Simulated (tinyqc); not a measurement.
Worked calculation: graded (staircase) quantum well by finite differences. Values are carried at full precision from step to step, so a last printed digit may differ when a step is redone from the rounded ones.

Finite differences on points z_i at the centres of cells of width h: H_ii = (c/h^2)(1/m_(i-1/2) + 1/m_(i+1/2)) + V_i, H_(i,i+1) = -(c/h^2)/m_(i+1/2), where m_(i+1/2) is the mean of the masses at the two points (the end values are repeated outwards), psi = 0 on the points beyond both ends, c = hbar^2/2m0. The field adds e F (z - z0) with z0 the middle of the structure; 1 kV/cm = 1e-5 eV/angstrom.

Constants: hbar^2/2m0 = 3.80998211 eV angstrom^2.

Values chosen for the exercise (near those of an InGaAs well in InP; not measured data): layers = ((100, 0.246, 0.077), (25, 0.109, 0.0564), (25, 0.027, 0.0441), (25, 0, 0.04), (25, 0.027, 0.0441), (25, 0.109, 0.0564), (100, 0.246, 0.077)) (each layer: thickness in angstrom, band edge in eV, mass in m0); F = 0 kV/cm (field along z); h = 25 angstrom (cell width of the coarse grid); hf = 1.5625 angstrom (cell width of the fine grid).

## The coarse grid

List the points, the potential with the field, and the masses.

Grid:
```
i,z (angstrom),V (eV),m (m0)
1,12.5,0.2460,0.0770
2,37.5,0.2460,0.0770
3,62.5,0.2460,0.0770
4,87.5,0.2460,0.0770
5,112.5,0.1090,0.0564
6,137.5,0.0270,0.0441
7,162.5,0.0000,0.0400
8,187.5,0.0270,0.0441
9,212.5,0.1090,0.0564
10,237.5,0.2460,0.0770
11,262.5,0.2460,0.0770
12,287.5,0.2460,0.0770
13,312.5,0.2460,0.0770
```

## The tridiagonal Hamiltonian

Form the diagonal and the neighbouring elements; V in the grid already includes the field.

diagonal H_ii (eV): 0.4043  0.4043  0.4043  0.4166  0.3217  0.2933  0.2899  0.2933  0.3217  0.4166  0.4043  0.4043  0.4043

H_(i,i+1) (eV): -0.0792  -0.0792  -0.0792  -0.0914  -0.1213  -0.1450  -0.1450  -0.1213  -0.0914  -0.0792  -0.0792  -0.0792

## Lowest levels on the coarse grid

Diagonalise the symmetric tridiagonal matrix; give the three lowest levels and the weights u_i^2 (sum 1) of the two lowest.

levels (eV): 0.0543  0.1670  0.2518

weights on the points:
```
,1,2,3,4,5,6,7,8,9,10,11,12,13
level 1,0.000,0.000,0.000,0.004,0.062,0.247,0.374,0.247,0.062,0.004,0.000,0.000,0.000
level 2,0.000,0.001,0.006,0.041,0.235,0.217,0.000,0.217,0.235,0.041,0.006,0.001,0.000
```

## Halving the cell width

The same with h, h/2, ..., h/32. The end points move with h, since psi vanishes half a cell beyond the structure. Richardson value (4 E(h/32) - E(h/16))/3.

Convergence:
```
cell (angstrom),points,E1 (eV),E2 (eV),E1 - finest (meV)
25.0000,13,0.05433,0.16704,-3.979
12.5000,26,0.05722,0.17432,-1.086
6.2500,52,0.05803,0.17620,-0.276
3.1250,104,0.05824,0.17668,-0.066
1.5625,208,0.05830,0.17680,-0.013
0.7812,416,0.05831,0.17683,0.000
```

Richardson values of E1, E2 (eV): 0.05831  0.17684

The coarse grid is 4.0 meV too low in E1. The last differences between rows shrink by a factor 4.0 (4 for a pure h^2 error, 2 for one linear in h).

## Positions and dipoles on the fine grid

With h sum psi^2 = 1: <z - z0> of three levels, |z_12| and |z_13|, the mass m1 from 1/m1 = <1|1/m|1>, and f_1j = (m1/c)(E_j - E_1) z_1j^2.

levels (eV): 0.0583  0.1768  0.2616

<z - z0> (angstrom): 0.0  0.0  0.0

|z_12|, |z_13| (angstrom): 26.66  0.00

m1 = 0.0442 m0

f_12, f_13: 0.978  0.000

The structure is symmetric and there is no field, so z_13 vanishes by parity. E2 - E1 = 118.5 meV, a wavelength of 10.5 micrometre (hc = 1239.841984 eV nm). Level 3 lies above the lowest point of the outer barriers, so it is a resonance or a state of the finite grid, and values that rest on it depend on the ends of the grid.

## Checks

- E1 at zero field on the grid h/32 against transfer matrices between the same hard ends, eV: both 0.0583.

(tinyqc, `OMP_NUM_THREADS=1 python tinyqc.py 1280122 1280123 out.jsonl`, Intel(R) Xeon(R) Processor @ 2.30GHz, 1 thread, shared host, about 0.02 s.)
